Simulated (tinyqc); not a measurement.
Deep-level transient spectroscopy (DLTS) of one majority-carrier trap: one step, computed by the program tinyqc. Command: `OMP_NUM_THREADS=1 python tinyqc.py 3026053 3026054 out.jsonl dlts walk`. One thread of a shared host (Intel(R) Xeon(R) Processor @ 2.30GHz), about 0.08 s of CPU time with the checks.

A filling pulse loads the traps in a one-sided junction; under reverse bias they empty at the rate e, and the capacitance relaxes as C(t) = C_0 - dC exp(-e t). The signal is S = [C(t_2) - C(t_1)]/dC.

Question. Rate window and signal. S(e) = exp(-e t_1) - exp(-e t_2) peaks at the rate window e_0 = ln(t_2/t_1)/(t_2 - t_1).

Inputs (values chosen for the exercise, with mass and screening modelled on ZnO): gate time t_1 = 0.004 s; ratio t_2/t_1 = 2; temperature T = 492 K.

Carriers: electrons. Extra term: capture barrier.

emission rate e = 1152.665 1/s

Give: rate window e_0; peak height S_max; signal at T.

Answer.

rate window e_0 = 173.3 1/s

peak height S_max = 0.25

signal at T = 0.009846

At this T the trap empties faster than the window, by a factor 6.65: the point lies on the high-temperature side of the peak.
